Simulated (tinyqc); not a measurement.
Monte Carlo simulation of one carrier in a uniform electric field: one step, computed by the program tinyqc. Command: `OMP_NUM_THREADS=1 python tinyqc.py 3018820 3018821 out.jsonl mcfl walk`. One thread of a shared host (Intel(R) Xeon(R) Processor @ 2.30GHz), about 2 s of CPU time with the checks.

The force e F acts along +z. Flights end at the constant total rate Gamma; the part of Gamma that the real rates do not fill is self-scattering, which leaves k unchanged. One valley, no impurities and no intervalley scattering.

Question. Scattering event 2. Kane band: hbar^2 k^2/(2 m) = E (1 + alpha E), speed v = hbar k/(m (1 + 2 alpha E)), states per spin, volume and energy g(E) = m k (1 + 2 alpha E)/(2 pi^2 hbar^2); overlap factors are set to 1. Masses are multiplied by m_0 and all formulas are in SI units. Phonon occupation N_q = 1/(exp(hbar w/(k_B T)) - 1). Acoustic deformation potential (elastic, equipartition, absorption and emission together): 1/tau = 2 pi k_B T D_A^2 g(E)/(hbar rho v_l^2). Polar optical, unscreened: W = e^2 w (1/eps_inf - 1/eps_s) m (1 + 2 alpha E') ln|(k + k')/(k - k')| / (4 pi eps_0 hbar^2 k), times N_q for absorption (E' = E + hbar w) and N_q + 1 for emission (E' = E - hbar w > 0), with alpha = 0 for a parabolic band; mean cosine of the angle <cos> = (k^2 + k'^2)/(2 k k') - 1/ln|(k + k')/(k - k')|. Choice: with cumulative rates in the order acoustic, absorption, emission, the process is the first whose sum exceeds r2 Gamma; if none, self-scattering. Final state: E' = E, E + hbar w or E - hbar w gives k'. Isotropic processes: cos(theta) = 1 - 2 r3 from the z axis, phi = 2 pi r4, k' (sin theta cos phi, sin theta sin phi, cos theta). Polar processes: cos(b) = [1 + xi - (1 + 2 xi)^r3]/xi, xi = 2 k k'/(k - k')^2, b from the old direction n; new direction cos b n + sin b (cos phi e1 + sin phi e2), e1 = (z x n)/|z x n|, e2 = n x e1. Use row 2 of the random numbers.

Inputs (values chosen for the exercise, for a model polar semiconductor):

| quantity | value | unit |
|---|---|---|
| effective mass m | 0.44 | m_0 |
| non-parabolicity alpha | 0.13 | 1/eV |
| static permittivity eps_s | 12.3 | - |
| high-frequency permittivity eps_inf | 7.87 | - |
| density rho | 4660 | kg/m^3 |
| sound velocity v_l | 5180 | m/s |
| acoustic deformation potential D_A | 7.2 | eV |
| optical phonon energy hbar w | 78.2 | meV |
| lattice temperature T | 250 | K |

Crystal: polar. Band: Kane.

k at the end of the flight (1/nm): -0.110672  0.135231  1.053483

Random numbers (0.02 to 0.98, from up to 60 sets tried for early real events), one row a flight:
```
       r1      r2      r3      r4
1  0.9010  0.0213  0.3805  0.2664
2  0.0665  0.3027  0.0611  0.3982
3  0.3836  0.9555  0.1376  0.8156
4  0.5406  0.5434  0.0279  0.3299
5  0.5000  0.6945  0.0949  0.0313
6  0.1005  0.6025  0.7873  0.2526
7  0.9283  0.0248  0.0938  0.5199
```

Gamma = 81.80916 1e12/s

Constants: hbar = 1.054571817e-34 J s; m_0 = 9.1093837015e-31 kg; e = 1.602176634e-19 C; k_B = 1.380649e-23 J/K; hbar = 6.582119569e-16 eV s; eps_0 = 8.8541878128e-12 F/m; k_B = 8.617333262e-05 eV/K.

Give: cumulative rates; r2 Gamma; process chosen; k after event 2, the start of the next flight.

Answer.

cumulative rates (1e12/s): acoustic 4.38, absorption 6.67, emission 48.25

r2 Gamma = 24.76 1e12/s

Process chosen: emission

k after event 2, the start of the next flight (1/nm): 0.0898  0.0645  0.4597
